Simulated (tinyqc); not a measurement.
Thermal RC ladder, step response: two steps of the calculation.

A ladder of 3 nodes: R_i joins node i to node i + 1, the last R to the ambient; C_i is the heat capacity of node i; theta is the rise above ambient, zero at t = 0. d theta/dt = -A theta + b with b = (Pw/C_1, 0, ...), times in ms.

Parameters, values chosen for the exercise: resistances, junction to ambient R = [0.33, 0.15, 0.14] K/W; heat capacities of the nodes C = [0.76, 2.6, 61] mJ/K.

Task 1. The rate matrix. A = C^(-1) K, K_ii = 1/R_(i-1) + 1/R_i (no first term for node 1), K_(i,i+1) = K_(i+1,i) = -1/R_i.

Find: A.

Result 1.

A (1/ms):
```
        node 1  node 2  node 3
node 1   3.987  -3.987   0.000
node 2  -1.166   3.730  -2.564
node 3   0.000  -0.109   0.226
```

Task 2. Time constants and Foster resistances. The time constants tau_k are the inverse eigenvalues of A; the rise of node 1 per watt is Z(t) = sum_k r_k (1 - exp(-t/tau_k)), with r_k = v_k1^2 tau_k/C_1 and v_k the unit eigenvectors of C^(-1/2) K C^(-1/2).

Find: tau_k, rising; r_k.

Result 2.

tau_k, rising (ms): 0.16554  0.55808  9.0416
r_k (K/W): 0.11374  0.34063  0.16562

The r_k add up to the sum of the R_i, 0.6200 K/W; the slowest constant is 54.6 times the fastest.

Computed by the program tinyqc: `OMP_NUM_THREADS=1 python tinyqc.py 2520134 2520135 out.jsonl`, one thread of a shared Intel Xeon 2.30GHz, about 0.01 s for the whole run.
